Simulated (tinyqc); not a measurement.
Vertical double-diffused power MOSFET, components of the on-resistance: On-resistance against the doping of the gap over the drift doping.

Stripe cells of pitch Wp + a, two channels a cell. Current flows through the channels, spreads in the accumulation layer, passes the gap between the p bodies and spreads at 45 degrees into the drift layer below them. Low drain voltage, full ionisation.

Triangular field at breakdown with Ec = Kc N^(1/8): BV = eps0 eps_r Ec^2/(2 q N), so N = (eps0 eps_r Kc^2/(2 q BV))^(4/3); W = 2 BV/Ec; mu = mud (T/300 K)^(-bt); rho = 1/(q mu N); ideal resistance rho W. Pitch p = Wp + a, Cox = 3.9 eps0/tox; zero-bias depletion in the gap w0 = sqrt(2 eps0 eps_r Vbi/(q N Nj)), open gap g = a - 2 w0; R_ch = Lc p/(2 mch Cox Vov); R_acc = 0.6 a p/(4 mac Cox Vov), 0.6 being an empirical factor for current leaving the layer along its length; R_gap = (rho/Nj) xp p/g; spreading depth t = min(W, (p - g)/2); R_drift = (rho p/2) ln((g + 2 t)/g) + rho (W - t); R_on = the sum with Rs.

Values chosen for this exercise; bulk values close to those of 4H silicon carbide: temperature T = 300 K; relative permittivity eps_r = 9.64; critical-field constant Kc = 23400 V/cm per (cm^-3)^(1/8); rated breakdown voltage of the drift layer BV = 650 V; drift mobility at 300 K mud = 821 cm^2/(V s); temperature exponent of the drift mobility bt = 2.4; gate oxide thickness (eps_r 3.9) tox = 52 nm; gate overdrive Vov = 9 V; channel mobility mch = 39 cm^2/(V s); accumulation-layer mobility mac = 56 cm^2/(V s); channel length Lc = 0.9 um; width of the p body in one cell, channels included Wp = 5.5 um; gap between neighbouring p bodies a = 3.9 um; depth of the p body xp = 1.6 um; built-in voltage of the body junction Vbi = 2.99 V; substrate and contact resistance Rs = 0.38 mohm cm^2.

Constants: q = 1.602176634e-19 C, eps0 = 8.8541878128e-14 F/cm where lengths are in cm. Results are converted to the units shown.

The same in every row: R_ch (mohm cm^2) = 1.815; R_acc (mohm cm^2) = 1.643; ideal (mohm cm^2) = 0.1257.

Results:
```
Nj	R_gap (mohm cm^2)	R_drift (mohm cm^2)	R_on (mohm cm^2)	largest term
1	0.1201	0.1755	4.133	channel
1.5	0.07717	0.1726	4.088	channel
3	0.03686	0.1690	4.044	channel
5	0.02159	0.1672	4.027	channel
8	0.01327	0.1660	4.017	channel
12	0.008743	0.1651	4.012	channel
```

Estimate the missing row, Nj = 2.

Computed row:
```
Nj	R_gap (mohm cm^2)	R_drift (mohm cm^2)	R_on (mohm cm^2)	largest term
2	0.05667	0.1709	4.065	channel
```

With this row back in the table: R_on falls from 4.13 to 4.01 mohm cm^2. The channel term is the largest at Nj = 1 and in all other rows. R_on is 32.9 times the ideal drift resistance in the first row and 31.9 times in the last.

Computed by the program tinyqc: `OMP_NUM_THREADS=1 python tinyqc.py 2230041 2230042 out.jsonl`, one thread of a shared Intel Xeon 2.30GHz, about 0.01 s for the whole run.
